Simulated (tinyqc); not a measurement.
Oxidation of curved silicon (wires and holes): cylindrical Deal-Grove kinetics with stress-retarded reaction. Changing the starting silicon radius a0. Computed by tinyqc, a small Python program. Command: `OMP_NUM_THREADS=1 python tinyqc.py 3011235 3011236 out.jsonl wireox sweep`. One thread of a shared host (Intel(R) Xeon(R) Processor @ 2.30GHz), about 0.04 s of CPU time with the checks.

Silicon fills r < a and oxide a < r < b. One volume of silicon gives 2.25 volumes of oxide, and the length is fixed.

Inputs (values chosen for the exercise, close to those used for silicon in dry oxygen):
```
quantity                      value        unit
prefactor B0                    766      um^2/h
activation energy E_B          1.24          eV
prefactor (B/A)0           4.81e+06        um/h
activation energy E_A          1.99          eV
starting oxide x_i                2          nm
viscosity prefactor eta0      3e-08        Pa s
viscosity energy E_eta         5.46          eV
critical shear stress s_c        85         MPa
activation volume V_k            10  angstrom^3
temperature T                   925           C
time t                          0.5           h
```

Shape: wire (convex).

Constants: k_B = 8.617333262e-05 eV/K.

Method:
- B = B0 exp(-E_B/(k_B T)), B/A = (B/A)0 exp(-E_A/(k_B T)), eta = eta0 exp(E_eta/(k_B T)); 1 um = 1000 nm.
- Temperatures in kelvin are T(C) + 273.15.
- Geometry: b^2 = b0^2 + 1.25 (a0^2 - a^2), b0 = a0 + x_i.
- Rate of oxide made per interface area: q = 1/[1/k + 2 a |ln(b/a)|/B], and |da/dt| = q/2.25. Reaction k = (B/A) exp(-sigma V_k/(k_B T)). New oxide pushes the old with radial speed u = 1.25 |da/dt| at r = a; the shear stress at radius r is s_c asinh(z a^2/r^2), z = 2 eta u/(a s_c) (Eyring flow), and the compressive normal stress at the interface is sigma = |int_a^b 2 s/r dr| = s_c |F(z) - F(z a^2/b^2)|, F(y) = int_0^y asinh(w)/w dw. q and sigma are solved together. 1 MPa angstrom^3 = 6.241509e-6 eV.
- Integrate da/dt adaptively (tolerance 1e-8); a wire counts as consumed at a = 0.5 nm and a hole as closed at b = 0.5 nm. Planar reference: x^2 + A x = B t + x_i^2 + A x_i, A = B/(B/A).

One run for each value:
```
starting silicon radius a0 (nm)  ratio to the planar thickness  oxide thickness (nm)  normal stress at time t (MPa)
5.0                                                     0.4735                  5.52                           1781
9.7                                                     0.6071                  7.08                           1151
19.0                                                    0.7378                  8.61                            693
36.0                                                    0.8378                  9.77                            400
69.0                                                    0.9081                 10.59                            216
130.0                                                   0.9499                 11.08                            113
260.0                                                   0.9752                 11.38                             53
500.0                                                   0.9875                 11.52                             26
```

What does the table show, and why?

Over the rows, ratio to the planar thickness rises from 0.473 to 0.988 (exponent d ln y / d ln x 0.38 between the first rows and 0.019 between the last); oxide thickness (nm) rises from 5.52 to 11.5 (exponent d ln y / d ln x 0.38 between the first rows and 0.019 between the last); normal stress at time t (MPa) falls from 1780 to 25.7 (exponent d ln y / d ln x -0.66 between the first rows and -1.1 between the last). Curvature effects scale with thickness over radius and fade for large a0.

Caution (all rows): planar dry oxides this thin grow faster than Deal-Grove predicts. Caution (rows 5.00): a normal stress above about 1.5 GPa lies beyond the range of a viscous flow law. Caution (all rows): the oxide is taken as a purely viscous fluid in steady flow; elasticity, stress-dependent diffusion and thin-oxide enhancement are left out.
